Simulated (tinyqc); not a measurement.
# Four-point probe at the centre of a round wafer

Four collinear probes with spacing s at the centre of a thin disc of diameter d with an insulating edge: Rs = C V/I, C = pi/{ln 2 + ln[((d/s)^2 + 3)/((d/s)^2 - 3)]}; C tends to pi/ln 2 = 4.5324. x = d/s.

Values chosen for this exercise:

| symbol | value | unit | meaning |
|---|---|---|---|
| ns | 6.5e11 | cm^-2 | sheet density of the layer |
| mu | 1400 | cm^2/(V s) | drift mobility |
| I | 10 | uA | current |

Constants: q = 1.602176634e-19 C. Results are converted to the units shown.

Results:
```
x	C	C over its limit	V for Rs = 1/(q ns mu) (mV)
4	2.9289	0.64621	23.418
5	3.3625	0.74188	20.398
7.5	3.9274	0.86653	17.464
10	4.1712	0.92031	16.443
15	4.3644	0.96295	15.715
20	4.4364	0.97882	15.460
100	4.5284	0.99914	15.146
```

Estimate the missing row, x = 40.

Computed row:
```
x	C	C over its limit	V for Rs = 1/(q ns mu) (mV)
40	4.5080	0.99462	15.215
```

With this row back in the table: C rises from 2.929 to 4.528. Using 4.5324 overstates Rs by 54.7 % in the first row and by under 1 % from d/s = 40 on among the rows.

Numbers from tinyqc (`OMP_NUM_THREADS=1 python tinyqc.py 2850205 2850206 out.jsonl`; about 0.01 s on one thread of a shared Intel Xeon 2.30GHz).
